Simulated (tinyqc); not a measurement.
What each parameter does: interface roughness in a thin film (subband fluctuation and scattering).

Square well of width t, barriers V0, c = hbar^2/2m0: E1 solves k t + 2 atan[(k/mz)/(kappa/mb)] = pi, k = sqrt(mz E/c), kappa = sqrt(mb (V0 - E)/c). One interface is rough, so the subband edge fluctuates by G dt with G = |dE1/dt| (central difference of 0.01 angstrom; 2 E1/t for hard walls).

Gaussian roughness spectrum S(q) = pi D^2 Lc^2 exp(-q^2 Lc^2/4). Degenerate gas, taken to fill one subband (the second starts to fill once c kF^2/md exceeds E2 - E1, which is not tested here): kF = sqrt(2 pi Ns/gv), q = 2 kF sin(theta/2), 1/tau = (md/(2 pi c hbar)) G^2 times the integral from 0 to pi of S(q)(1 - cos theta)/eps(q)^2 dtheta, eps(q) = 1 + qs/q with screening (qs = gv md q0/(c eps), q0 = e^2/(4 pi eps0), form factors left out, which overstates the screening; other scattering is left out too, so these values lie far above measured mobilities in all but the thinnest films) or 1 without; mobility = tau c2/md with c2 = e/m0 = 1.75882e15 cm^2/(V s^2); 1e12/cm^2 = 1e-4/angstrom^2.

Constants: hbar^2/2m0 = 3.80998211 eV angstrom^2; hbar = 6.58211957e-16 eV s; e^2/(4 pi eps0) = 14.39964547 eV angstrom.

Inputs chosen for the exercise (near those of a thin Ge channel on (111), one valley; shifted at random, so the results belong to these values and not to a real crystal):
- t = 22 angstrom (film thickness)
- mz = 1.585 m0 (confinement mass)
- V0 = 2.26 eV (barrier)
- mb = 0.3 m0 (barrier mass)
- md = 0.083 m0 (mass in the plane)
- gv = 1 (valleys)
- D = 1.9 angstrom (rms height of the roughness)
- Lc = 58 angstrom (correlation length)
- Ns = 1 x 1e12/cm^2 (sheet density)
- eps = 11.7 (mean dielectric constant at the channel)

G, G D, and the screened mobility.

One parameter was then changed.

Results before and after:
```
case     G (meV/angstrom)  G D (meV)  mobility (cm^2/(V s))
base                3.946       7.50              2.752e+04
changed             3.851       7.32              2.888e+04
```

Which of these changes was made? (a) mz = 1.823 m0; (b) t = 18 angstrom; (c) md = 0.095 m0; (d) eps = 14; (e) D = 2.47 angstrom; (f) Lc = 66 angstrom; (g) Ns = 1.6 x 1e12/cm^2; (h) V0 = 1.58 eV.

Answer: (h) V0 = 1.58 eV. Of the candidates, run in turn, only this one gives the changed row.

All candidates:
```
case                  G (meV/angstrom)  G D (meV)  mobility (cm^2/(V s))
base                             3.946       7.50              2.752e+04
t = 18 angstrom                  7.009      13.32                   8720
D = 2.47 angstrom                3.946       9.75              1.628e+04
Lc = 66 angstrom                 3.946       7.50              3.178e+04
Ns = 1.6 x 1e12/cm^2             3.946       7.50              4.989e+04
mz = 1.823 m0                    3.485       6.62              3.527e+04
md = 0.095 m0                    3.946       7.50              2.357e+04
V0 = 1.58 eV                     3.851       7.32              2.888e+04
eps = 14                         3.946       7.50              2.391e+04
```

In the base case G D is 0.26 times EF - E1 = 28.8 meV.

Program tinyqc; command `OMP_NUM_THREADS=1 python tinyqc.py 1281876 1281877 out.jsonl`; about 0.02 s on one thread of a shared Intel(R) Xeon(R) Processor @ 2.30GHz.
